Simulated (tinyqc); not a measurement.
From one set of inputs to another, one input at a time: permeation of metal atoms or ions through a thin barrier or dielectric: time lag, field-aided drift and lifetime. Computed by tinyqc, a small Python program. Command: `OMP_NUM_THREADS=1 python tinyqc.py 3018665 3018666 out.jsonl barrier ladder`. One thread of a shared host (Intel(R) Xeon(R) Processor @ 2.30GHz), about 0.02 s of CPU time with the checks.

The film 0 < x < d is empty at first; C = C0 at x = 0 and C = 0 at x = d. dC/dt = D d2C/dx2 - v dC/dx with drift v = D z e V/(k_B T d) (uniform field, no space charge).

The inputs printed are set A. Inputs not listed in the table keep their values of set A, so the rows need not describe a real material.

Inputs (values chosen for the exercise, for a model case: singly charged ions through a dielectric):
```
quantity                                   value    unit
thickness d                                   52      nm
prefactor D0                             1.3e-07  cm^2/s
activation energy E                        0.853      eV
concentration at the source side C0      5.2e+14  1/cm^3
charge number z                                1       -
voltage V (positive drives ions across)     0.24       V
critical dose Q_c                          7e+07  1/cm^2
test temperature T                           275       C
use temperature T_u                           70       C
```

Constants: k_B = 8.617333262e-05 eV/K.

Method:
- D = D0 exp(-E/(k_B T)); time scale d^2/D; Peclet number P = z V/(k_B T), k_B T in eV; 1 nm = 1e-7 cm.
- Temperatures in kelvin are T(C) + 273.15.
- Steady flux J = (D C0/d) P/(1 - exp(-P)); time lag in units of d^2/D: s_L = [P (1 + exp(-P))/(1 - exp(-P)) - 2]/P^2 (P = 0: J = D C0/d, s_L = 1/6).
- Dose through the film Q(s) = C0 d {f (s - s_L) - 2 exp(P/2) sum_(n=1..200) (-1)^n n^2 pi^2 exp(-l_n s)/l_n^2}, l_n = n^2 pi^2 + P^2/4, f = P/(1 - exp(-P)) the relative flux.
- Solve Q = Q_c for s. At the use temperature D and P take T_u, with the same C0 and V; 1 year = 3.15576e7 s.

Each row keeps all changes above it:
```
input moved                                                   from           to  failure time at T (s)  failure time at T_u (years)  steady flux J (1/(cm^2 s))
set A                                                            -            -                   1128                        1.371                  9.5493e+05
concentration at the source side C0 (1/cm^3)               5.2e+14      7.1e+14                   1050                        1.288                  1.3038e+06
test temperature T (C)                                         275          200                  17217                        1.288                  8.5996e+04
critical dose Q_c (1/cm^2)                                70000000    500000000                  28957                        2.070                  8.5996e+04
voltage V (positive drives ions across) (V)                   0.24         0.08                  48535                        3.771                  3.3261e+04
thickness d (nm)                                                52           35                  26228                        2.016                  4.9416e+04
prefactor D0 (cm^2/s) and activation energy E (eV)  1.3e-07, 0.853  0.084, 1.32                   3826                       22.540                  3.3879e+05
```

Failure time at T goes from 1130 to 3830, a factor 3.39 in all. The largest single move comes from test temperature T (a factor 16.4), and prefactor D0 with activation energy E works against it (a factor 0.146). Failure time at T_u goes from 1.37 to 22.5, a factor 16.4 in all. The largest single move comes from prefactor D0 with activation energy E (a factor 11.2), and thickness d works against it (a factor 0.535). Steady flux J goes from 955000 to 339000, a factor 0.355 in all. The largest single move comes from test temperature T (a factor 0.0660), and prefactor D0 with activation energy E works against it (a factor 6.86). The single moves hold for this order of the switches; the total does not depend on the order.

Caution (all rows): grain boundaries, pinholes, trapping and space charge are left out; thin real barriers usually fail at defects.

Extremes, crossings and ranges named in words are read from the listed rows.
